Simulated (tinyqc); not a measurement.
Transfer-length model of a contact: one step of the calculation.

A metal contact of length d and width W on a thin layer of the same width. The metal has no resistance, the sheet resistance under it equals Rsh, and current enters the layer at the front edge x = 0.

Problem. Transfer length. A = Lt coth(d/Lt) is solved for Lt, starting from Lt = A. Lt(new) = A tanh(d/Lt).

Values chosen for this exercise:
- d = 0.057 um (contact length)

A = 0.051255256 um
Lt after iteration 1 = 0.041250065 um

Find: Lt after iteration 2.

Solution.

Lt after iteration 2 = 0.04517 um

Computed by the program tinyqc: `OMP_NUM_THREADS=1 python tinyqc.py 2760170 2760171 out.jsonl`, one thread of a shared Intel Xeon 2.30GHz, about 0.01 s for the whole run.
